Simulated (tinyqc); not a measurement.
Inside a calculation. Method: extended Hueckel theory, for H3+. The parameters take no account of the charge, which enters only through the electron count. One step of it, computed by the program tinyqc.

Task: Mulliken analysis. P = C n C^T; charge = valence electrons (H 1) minus the sum of (P S)_ii on the atom; overlap population = 2 sum P_ij S_ij between two atoms.

coefficients:
```
            MO1        MO2        MO3
1H 1s  0.410606  -0.887384  -0.718156
2H 1s  0.410692  -0.177782   1.127873
3H 1s  0.410567   1.065304  -0.409990
```

occupations: 2.000000  0.000000  0.000000

overlap S, lower triangle:
```
          1H 1s     2H 1s     3H 1s
1H 1s  1.000000
2H 1s  0.488669  1.000000
3H 1s  0.488224  0.488529  1.000000
```

Give: charges; Overlap populations.

Result:

charges: 1H 0.3334, 2H 0.3331, 3H 0.3335

Overlap populations:
```
pair     value
2-1   0.329622
3-1   0.329222
3-2   0.329496
```
